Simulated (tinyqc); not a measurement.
Worked calculation: UHF in the 6-31g basis, for H3-, spin multiplicity 1. The basis has no diffuse functions, so it cannot describe the extra electron: this is an exercise in the method, not the real anion. One step of it, computed by the program tinyqc.

Task: Iteration 2: building the Fock matrix. J_ij = sum D_kl (ij|kl) with D = D(alpha) + D(beta), K_ij = sum D_kl (ik|jl) for each spin; F = H + J - K(s); E = tr D H + tr D J / 2 - 0.5 sum_s tr D(s) K(s) + E_nn.

D(alpha) after iteration 1:
```
           1H 1s      1H 2s      2H 1s      2H 2s      3H 1s      3H 2s
1H 1s   0.061681   0.138093   0.036023   0.085978   0.011644  -0.013155
1H 2s   0.138093   0.330568   0.090049   0.217345  -0.028397  -0.137730
2H 1s   0.036023   0.090049   0.025167   0.061130  -0.017124  -0.055245
2H 2s   0.085978   0.217345   0.061130   0.148712  -0.047027  -0.144093
3H 1s   0.011644  -0.028397  -0.017124  -0.047027   0.140820   0.273092
3H 2s  -0.013155  -0.137730  -0.055245  -0.144093   0.273092   0.550642
```

D(beta) after iteration 1:
```
           1H 1s      1H 2s      2H 1s      2H 2s      3H 1s      3H 2s
1H 1s   0.061681   0.138093   0.011644  -0.013155   0.036023   0.085978
1H 2s   0.138093   0.330568  -0.028397  -0.137730   0.090049   0.217345
2H 1s   0.011644  -0.028397   0.140820   0.273092  -0.017124  -0.047027
2H 2s  -0.013155  -0.137730   0.273092   0.550642  -0.055245  -0.144093
3H 1s   0.036023   0.090049  -0.017124  -0.055245   0.025167   0.061130
3H 2s   0.085978   0.217345  -0.047027  -0.144093   0.061130   0.148712
```

core Hamiltonian H = T + V (hartree):
```
           1H 1s      1H 2s      2H 1s      2H 2s      3H 1s      3H 2s
1H 1s  -0.934682  -0.928253  -0.112080  -0.341866  -0.112080  -0.341866
1H 2s  -0.928253  -1.064096  -0.321202  -0.560383  -0.321202  -0.560383
2H 1s  -0.112080  -0.321202  -0.765400  -0.816852  -0.000076  -0.016057
2H 2s  -0.341866  -0.560383  -0.816852  -0.900797  -0.016057  -0.091024
3H 1s  -0.112080  -0.321202  -0.000076  -0.016057  -0.765400  -0.816852
3H 2s  -0.341866  -0.560383  -0.016057  -0.091024  -0.816852  -0.900797
```

Two-electron integrals (ij|kl) in chemists' order, unique and non-zero (hartree):
```
(11|11) 1.076566   (21|11) 0.578470   (21|21) 0.329423   (22|11) 0.587396
(22|21) 0.361304   (22|22) 0.453150   (31|11) 0.027514   (31|21) 0.016918
(31|22) 0.020916   (31|31) 0.001689   (32|11) 0.086269   (32|21) 0.055896
(32|22) 0.078421   (32|31) 0.006392   (32|32) 0.032700   (33|11) 0.338435
(33|21) 0.222388   (33|22) 0.328360   (33|31) 0.027514   (33|32) 0.172406
(33|33) 1.076566   (41|11) 0.172406   (41|21) 0.099651   (41|22) 0.111918
(41|31) 0.006392   (41|32) 0.021566   (41|33) 0.086269   (41|41) 0.032700
(42|11) 0.242164   (42|21) 0.152183   (42|22) 0.200508   (42|31) 0.012285
(42|32) 0.052997   (42|33) 0.242164   (42|41) 0.052997   (42|42) 0.110967
(43|11) 0.222388   (43|21) 0.145744   (43|22) 0.213340   (43|31) 0.016918
(43|32) 0.099651   (43|33) 0.578470   (43|41) 0.055896   (43|42) 0.152183
(43|43) 0.329423   (44|11) 0.328360   (44|21) 0.213340   (44|22) 0.306927
(44|31) 0.020916   (44|32) 0.111918   (44|33) 0.587396   (44|41) 0.078421
(44|42) 0.200508   (44|43) 0.361304   (44|44) 0.453150   (51|11) 0.027514
(51|21) 0.016918   (51|22) 0.020916   (51|31) 0.000646   (51|32) 0.002355
(51|33) 0.009823   (51|41) 0.004365   (51|42) 0.007049   (51|43) 0.006466
(51|44) 0.009807   (51|51) 0.001689   (52|11) 0.086269   (52|21) 0.055896
(52|22) 0.078421   (52|31) 0.002355   (52|32) 0.009148   (52|33) 0.039137
(52|41) 0.014799   (52|42) 0.026527   (52|43) 0.025764   (52|44) 0.039126
(52|51) 0.006392   (52|52) 0.032700   (53|11) 0.000009   (53|21) 0.000005
(53|22) 0.000005   (53|31) 2.51e-07   (53|32) 8.03e-07   (53|33) 3.16e-06
(53|41) 1.52e-06   (53|42) 2.23e-06   (53|43) 2.08e-06   (53|44) 3.06e-06
(53|51) 2.51e-07   (53|52) 8.03e-07   (54|11) 0.003583   (54|21) 0.002262
(54|22) 0.002970   (54|31) 0.000091   (54|32) 0.000343   (54|33) 0.001446
(54|41) 0.000594   (54|42) 0.001011   (54|43) 0.000952   (54|44) 0.001444
(54|51) 0.000233   (54|52) 0.001007   (54|53) 3.30e-08   (54|54) 0.000034
(55|11) 0.338435   (55|21) 0.222388   (55|22) 0.328360   (55|31) 0.009823
(55|32) 0.039137   (55|33) 0.169283   (55|41) 0.059786   (55|42) 0.111561
(55|43) 0.111437   (55|44) 0.169280   (55|51) 0.027514   (55|52) 0.172406
(55|53) 3.16e-06   (55|54) 0.004724   (55|55) 1.076566   (61|11) 0.172406
(61|21) 0.099651   (61|22) 0.111918   (61|31) 0.004365   (61|32) 0.014799
(61|33) 0.059786   (61|41) 0.028090   (61|42) 0.042769   (61|43) 0.039319
(61|44) 0.058829   (61|51) 0.006392   (61|52) 0.021566   (61|53) 1.52e-06
(61|54) 0.000855   (61|55) 0.086269   (61|61) 0.032700   (62|11) 0.242164
(62|21) 0.152183   (62|22) 0.200508   (62|31) 0.007049   (62|32) 0.026527
(62|33) 0.111561   (62|41) 0.042769   (62|42) 0.075160   (62|43) 0.073348
(62|44) 0.110369   (62|51) 0.012285   (62|52) 0.052997   (62|53) 2.23e-06
(62|54) 0.001830   (62|55) 0.242164   (62|61) 0.052997   (62|62) 0.110967
(63|11) 0.003583   (63|21) 0.002262   (63|22) 0.002970   (63|31) 0.000233
(63|32) 0.001007   (63|33) 0.004724   (63|41) 0.000855   (63|42) 0.001830
(63|43) 0.002837   (63|44) 0.003397   (63|51) 0.000091   (63|52) 0.000343
(63|53) 3.30e-08   (63|54) 0.000013   (63|55) 0.001446   (63|61) 0.000594
(63|62) 0.001011   (63|63) 0.000034   (64|11) 0.035224   (64|21) 0.021666
(64|22) 0.027174   (64|31) 0.001254   (64|32) 0.004703   (64|33) 0.019691
(64|41) 0.006711   (64|42) 0.012024   (64|43) 0.012793   (64|44) 0.018405
(64|51) 0.001254   (64|52) 0.004703   (64|53) 3.21e-07   (64|54) 0.000178
(64|55) 0.019691   (64|61) 0.006711   (64|62) 0.012024   (64|63) 0.000178
(64|64) 0.001630   (65|11) 0.222388   (65|21) 0.145744   (65|22) 0.213340
(65|31) 0.006466   (65|32) 0.025764   (65|33) 0.111437   (65|41) 0.039319
(65|42) 0.073348   (65|43) 0.073358   (65|44) 0.111431   (65|51) 0.016918
(65|52) 0.099651   (65|53) 2.08e-06   (65|54) 0.002837   (65|55) 0.578470
(65|61) 0.055896   (65|62) 0.152183   (65|63) 0.000952   (65|64) 0.012793
(65|65) 0.329423   (66|11) 0.328360   (66|21) 0.213340   (66|22) 0.306927
(66|31) 0.009807   (66|32) 0.039126   (66|33) 0.169280   (66|41) 0.058829
(66|42) 0.110369   (66|43) 0.111431   (66|44) 0.169148   (66|51) 0.020916
(66|52) 0.111918   (66|53) 3.06e-06   (66|54) 0.003397   (66|55) 0.587396
(66|61) 0.078421   (66|62) 0.200508   (66|63) 0.001444   (66|64) 0.018405
(66|65) 0.361304   (66|66) 0.453150
```

nuclear repulsion = 0.84641269 hartree

Give: Coulomb J; exchange K(alpha); exchange K(beta); F(alpha); F(beta); total energy of this density.

Result:

Coulomb J (hartree):
```
        1H 1s   1H 2s   2H 1s   2H 2s   3H 1s   3H 2s
1H 1s  1.8417  1.1404  0.0750  0.3596  0.0750  0.3596
1H 2s  1.1404  1.4981  0.3389  0.7211  0.3389  0.7211
2H 1s  0.0750  0.3389  1.6735  1.0227  0.0000  0.0113
2H 2s  0.3596  0.7211  1.0227  1.3175  0.0113  0.0898
3H 1s  0.0750  0.3389  0.0000  0.0113  1.6735  1.0227
3H 2s  0.3596  0.7211  0.0113  0.0898  1.0227  1.3175
```

exchange K(alpha) (hartree):
```
        1H 1s   1H 2s    2H 1s    2H 2s    3H 1s   3H 2s
1H 1s  0.3992  0.3721   0.1269   0.2185   0.0643  0.1411
1H 2s  0.3721  0.4301   0.1750   0.2698   0.1827  0.2481
2H 1s  0.1269  0.1750   0.2371   0.2409  -0.0146  0.0121
2H 2s  0.2185  0.2698   0.2409   0.2958  -0.0054  0.0409
3H 1s  0.0643  0.1827  -0.0146  -0.0054   0.6238  0.5057
3H 2s  0.1411  0.2481   0.0121   0.0409   0.5057  0.4821
```

exchange K(beta) (hartree):
```
        1H 1s   1H 2s    2H 1s   2H 2s    3H 1s    3H 2s
1H 1s  0.3992  0.3721   0.0643  0.1411   0.1269   0.2185
1H 2s  0.3721  0.4301   0.1827  0.2481   0.1750   0.2698
2H 1s  0.0643  0.1827   0.6238  0.5057  -0.0146  -0.0054
2H 2s  0.1411  0.2481   0.5057  0.4821   0.0121   0.0409
3H 1s  0.1269  0.1750  -0.0146  0.0121   0.2371   0.2409
3H 2s  0.2185  0.2698  -0.0054  0.0409   0.2409   0.2958
```

F(alpha) (hartree):
```
         1H 1s    1H 2s    2H 1s    2H 2s    3H 1s    3H 2s
1H 1s   0.5079  -0.1600  -0.1639  -0.2007  -0.1013  -0.1233
1H 2s  -0.1600   0.0039  -0.1573  -0.1091  -0.1650  -0.0874
2H 1s  -0.1639  -0.1573   0.6709  -0.0351   0.0145  -0.0169
2H 2s  -0.2007  -0.1091  -0.0351   0.1209   0.0007  -0.0421
3H 1s  -0.1013  -0.1650   0.0145   0.0007   0.2843  -0.2999
3H 2s  -0.1233  -0.0874  -0.0169  -0.0421  -0.2999  -0.0654
```

F(beta) (hartree):
```
         1H 1s    1H 2s    2H 1s    2H 2s    3H 1s    3H 2s
1H 1s   0.5079  -0.1600  -0.1013  -0.1233  -0.1639  -0.2007
1H 2s  -0.1600   0.0039  -0.1650  -0.0874  -0.1573  -0.1091
2H 1s  -0.1013  -0.1650   0.2843  -0.2999   0.0145   0.0007
2H 2s  -0.1233  -0.0874  -0.2999  -0.0654  -0.0169  -0.0421
3H 1s  -0.1639  -0.1573   0.0145  -0.0169   0.6709  -0.0351
3H 2s  -0.2007  -0.1091   0.0007  -0.0421  -0.0351   0.1209
```

total energy of this density = -1.497260 hartree
